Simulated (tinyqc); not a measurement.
# Off-state leakage of single and stacked transistors: two studies

n-channel devices of unit width. Subthreshold current I(Vg, Vs, Vd) = I0 (T/300 K)^0.5 exp[(Vg - Vs - VT(T) - gb (Vs - Vb) + dd (Vd - Vs))/(nf Vt)] (1 - exp(-(Vd - Vs)/Vt)), VT(T) = VT - cT (T - 300 K). Gate-edge tunnelling Ig (Vd/1 V) exp(ag (Vd - 1 V)), for a gate at 0 V, and band-to-band leakage Ab u exp(-Bb/u), u = Vd - Vb + 1 V, flow at a drain held at V; both are taken as independent of T. In a stack of off transistors (all gates at 0 V) the same subthreshold current passes through each.

Parameters, values chosen for the exercise; values of the order met in bulk silicon logic transistors:
- T = 300 K (temperature)
- V = 0.9 V (supply voltage)
- VT = 0.48 V (threshold at 300 K, zero drain and body bias)
- cT = 0.8 mV/K (fall of the threshold with temperature)
- I0 = 0.42 uA/um (current at threshold at 300 K)
- nf = 1.29 (slope factor)
- dd = 0.16 (drain-induced lowering per volt)
- gb = 0.23 (rise of the threshold per volt of source-body bias)
- Ig = 4e-5 uA/um (gate-edge tunnelling current at 1 V)
- ag = 3.3 1/V (exponential slope of the gate current)
- Ab = 1 uA/(um V) (prefactor of band-to-band leakage at the drain)
- Bb = 27 V (its exponential voltage)
- Vb = -0.6 V (body voltage)

Constants: q = 1.602176634e-19 C, kB = 1.380649e-23 J/K, Vt = kB T/q. Results are converted to the units shown.

Each table varies one quantity; the others keep the values above.

## Subthreshold current against the height of the stack

All n gates at 0 V, bottom source at 0 V, top drain at V; node voltages follow from equal currents.

Result of one run:

| n | I (nA/um) | reduction factor | drain voltage of the bottom device (mV) | source voltage of the top device (mV) | voltage across the top device (V) |
|---|---|---|---|---|---|
| 6 | 8.7341e-7 | 323.06 | 6.5907 | 138.62 | 0.76138 |

What becomes of these results when the number of transistors in series n is changed from 6 to 1, all else the same?

Result of the changed run:

| n | I (nA/um) | reduction factor | drain voltage of the bottom device (mV) | source voltage of the top device (mV) | voltage across the top device (V) |
|---|---|---|---|---|---|
| 1 | 2.8216e-4 | 1.0000 | 900.00 | 0 | 0.90000 |

The whole series:

| n | I (nA/um) | reduction factor | drain voltage of the bottom device (mV) | source voltage of the top device (mV) | voltage across the top device (V) |
|---|---|---|---|---|---|
| 1 | 2.8216e-4 | 1.0000 | 900.00 | 0 | 0.90000 |
| 2 | 5.7305e-6 | 49.238 | 93.490 | 93.490 | 0.80651 |
| 3 | 2.4491e-6 | 115.21 | 22.682 | 113.89 | 0.78611 |
| 4 | 1.5361e-6 | 183.69 | 12.552 | 125.08 | 0.77492 |
| 5 | 1.1147e-6 | 253.12 | 8.6507 | 132.77 | 0.76723 |
| 6 | 8.7341e-7 | 323.06 | 6.5907 | 138.62 | 0.76138 |

The second transistor cuts the current by a factor of 49.2, the third by a further 2.34 and the sixth by 1.28. The top device keeps 84.6 % of the supply at n = 6, while the drain voltage of the bottom one falls to 0.255 Vt.

## Leakage components against the body voltage

Same model as above.

One transistor with Vg = Vs = 0, Vd = V; stack factor I(one)/I(two in series).

The same in every row: gate edge (nA/um) = 0.02588; stack factor = 49.24.

Leakage components against the body voltage:

| Vb (V) | subthreshold (nA/um) | band-to-band (nA/um) | total (nA/um) | largest part |
|---|---|---|---|---|
| 0.2 | 0.07025 | 2.152e-4 | 0.09635 | subthreshold |
| 0 | 0.01769 | 0.001280 | 0.04485 | gate edge |
| -0.2 | 0.004452 | 0.005476 | 0.03581 | gate edge |
| -0.4 | 0.001121 | 0.01834 | 0.04535 | gate edge |
| -0.6 | 2.822e-4 | 0.05100 | 0.07716 | band-to-band |
| -0.8 | 7.103e-5 | 0.1226 | 0.1485 | band-to-band |
| -1 | 1.788e-5 | 0.2624 | 0.2883 | band-to-band |
| -1.2 | 4.502e-6 | 0.5114 | 0.5373 | band-to-band |
| -1.4 | 1.133e-6 | 0.9230 | 0.9489 | band-to-band |

As Vb goes from 0.2 to -1.4, the total leakage goes from 0.0964 through a minimum of 0.0358 (at Vb = -0.2 among the rows listed) to 0.949 nA/um. The subthreshold part leads at Vb = 0.2, the gate edge part from 0, the band-to-band part from -0.6 on. The exact minimum lies at Vb = -0.187 V: reverse body bias lowers the subthreshold part by a decade every nf Vt ln 10/gb = 0.334 V but raises the band-to-band part. The reduction by a stack of two stays at 49.2, for the subthreshold part alone. For Vb = 0.2 the body is forward biased; the junction current, left out, is still small at this voltage.

Computed by the program tinyqc: `OMP_NUM_THREADS=1 python tinyqc.py 2242085 2242086 out.jsonl`, one thread of a shared Intel Xeon 2.30GHz, about 0.03 s for the whole run.
